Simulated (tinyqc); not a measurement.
Solubility, supersaturation, precipitation and gettering of an impurity in a silicon-like host: one step, computed by the program tinyqc. Command: `OMP_NUM_THREADS=1 python tinyqc.py 3009716 3009717 out.jsonl ripen walk`. One thread of a shared host (Intel(R) Xeon(R) Processor @ 2.30GHz), about 0.01 s of CPU time with the checks.

The wafer was saturated at T1 and is then held at T.

Task: Growing precipitates. Growing sinks: with y = r/r_f and y0 = r0/r_f, dy/dt = (1 - y^3)/(3 tau_f y), which integrates to t/tau_f = F(y) - F(y0), F(y) = (1/2) ln[(1 + y + y^2)/(1 - y)^2] - sqrt(3) arctan[(2y + 1)/sqrt(3)]; the share of the excess left is (1 - y^3)/(1 - y0^3), and C(t) = C_eq + (C0 - C_eq) x share.

Inputs (values chosen for the exercise, modelled on nickel in silicon):
```
quantity,value,unit
temperature of saturation T1,1350,K
anneal temperature T,908,K
initial sink radius r0,7,nm
anneal time t,94,s
```

final radius r_f = 762.9535 nm

tau_f = 19.34826 s

C_eq(T) = 8.521678e+14 1/cm^3

C0 = 8.491481e+17 1/cm^3

Give: radius at t; share of the excess left; C(t) with growing sinks.

Result:

radius at t = 758.81 nm

share of the excess left = 0.016198

C(t) with growing sinks = 1.4593e+16 1/cm^3

98.4 % of the excess has precipitated. Caution: the barrier to homogeneous nucleation is below 35 k_B T for these inputs, so new precipitates would form and outnumber the fixed sinks assumed here.
